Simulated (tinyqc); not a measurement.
Inside a calculation. Model: piezoresistors in the (001) plane of a cubic crystal.

tinyqc, about 0.01 s, one thread, Intel Xeon 2.30GHz (shared host): `OMP_NUM_THREADS=1 python tinyqc.py 2530010 2530011 out.jsonl` Printed values are rounded.

Plane stress in crystal axes x = [100], y = [010]. First-order piezoresistance: d rho_xx/rho = p11 sxx + p12 syy, d rho_yy/rho = p12 sxx + p11 syy, d rho_xy/rho = p44 sxy; a resistor along d = (cos th, sin th) changes by dR/R = d.(d rho/rho).d. Changes of geometry and second-order terms are left out.

Parameters, values chosen for the exercise; coefficients close to those of lightly doped p-type silicon:
```
symbol  value        unit                          meaning
p11      6.59  x 1e-11/Pa       piezoresistive coefficient
p12     -1.08  x 1e-11/Pa       piezoresistive coefficient
p44       147  x 1e-11/Pa       piezoresistive coefficient
th         15         deg  angle of the current from [100]
Sx        122         MPa                       stress sxx
Sy        238         MPa                       stress syy
St        -32         MPa                 shear stress sxy
Vb          5           V                    bridge supply
E         180         GPa      Young's modulus along [110]
```

Range of the model: Above about 200 MPa second-order terms begin to count.

## Change of the resistivity tensor

As in the introduction.

d rho/rho (%):
```
	x	y
x	0.546940	-4.704000
y	-4.704000	1.436660
```

## Resistors at th and th + 90 degrees, and the bridge

dR/R = d.(d rho/rho).d. A full bridge with two resistors of each kind in opposite arms gives Vout = Vb (a - b)/(2 + a + b), a and b the two dR/R.

dR/R at th = -1.745460 %
dR/R at th + 90 = 3.729060 %
Vout = -135.5189 mV

## Longitudinal and transverse coefficients

For uniaxial stress along or across the current: pL = p11 - (A/2) sin^2(2 th), pT = p12 + (A/2) sin^2(2 th), A = p11 - p12 - p44. Gauge factor along [110]: E (p11 + p12 + p44)/2.

A = -139.3300 x 1e-11/Pa
pL = 24.00625 x 1e-11/Pa
pT = -18.49625 x 1e-11/Pa
gauge factor = 137.2590
